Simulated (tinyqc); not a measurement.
Luttinger-Kohn k.p, four valence bands, step by step. One step of it, computed by the program tinyqc.

Task: Levels at k. Diagonalise the Hermitian matrix.

H(k) at k (eV):
```
                      3/2                  1/2                -1/2                -3/2
3/2              0.362881  -0.115027+0.126249i  0.015028+0.178490i            0.000000
1/2   -0.115027-0.126249i             0.260782            0.000000  0.015028+0.178490i
-1/2   0.015028-0.178490i             0.000000            0.260782  0.115027-0.126249i
-3/2             0.000000   0.015028-0.178490i  0.115027+0.126249i            0.362881
```

Give: eigenvalues.

Result:

eigenvalues (eV): 0.059  0.059  0.565  0.565
